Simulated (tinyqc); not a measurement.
Trench capacitor in an array: capacitance, non-linearity, leakage and relaxation: one step of the calculation.

A film between two metal electrodes, each interface adding a series capacitance ci. The small-signal permittivity is ek (1 + aq E^2); the field is found with the linear permittivity. Leakage J = J0 sinh(E/Ef). After a voltage step the film passes a relaxation current kr C V tt^(-nr), tt being the time in seconds. The sidewall is a coaxial capacitor with radii a = dm/2 - t and b = dm/2, depth AR dm; the end face is left out.

Problem. Cell capacitance, fields and time constant. Per length 1/c = ln(b/a)/(2 pi eps0 ek) + (1/a + 1/b)/(2 pi ci); cell capacitance c AR dm; per footprint over pt^2; fields c V/(2 pi eps0 ek r) at r = a and b; resistance of the inner electrode rho AR dm/(pi a^2); time constant R C/3 of the distributed line.

Inputs (values chosen for the exercise); permittivity of the order of that of hafnium oxide: relative permittivity of the film ek = 20.4; film thickness t = 19 nm; capacitance of each electrode interface (dead layer and screening) ci = 1000 uF/cm^2; bias V = 2.3 V; diameter of the hole dm = 200 nm; aspect ratio, depth over diameter AR = 20; pitch of the square array pt = 300 nm; resistivity of the inner electrode rho = 280 uohm cm.

Constants: eps0 = 8.8541878128e-14 F/cm where lengths are in cm. Results are converted to the units shown.

Wanted: a; b; cell capacitance; capacitance per footprint; field at a; field at b; R; R C/3.

Solution.

a = 81.00 nm
b = 100.0 nm
cell capacitance = 21.50 fF
capacitance per footprint = 23.89 uF/cm^2
field at a = 1.345 MV/cm
field at b = 1.089 MV/cm
R = 0.5434 kohm
R C/3 = 3.895 ps

The array gives 25.2 times the planar capacitance per footprint; curvature makes the field at the inner electrode 1.11 times the planar value.

Computed by the program tinyqc: `OMP_NUM_THREADS=1 python tinyqc.py 2102177 2102178 out.jsonl`, one thread of a shared Intel Xeon 2.30GHz, about 0.01 s for the whole run.
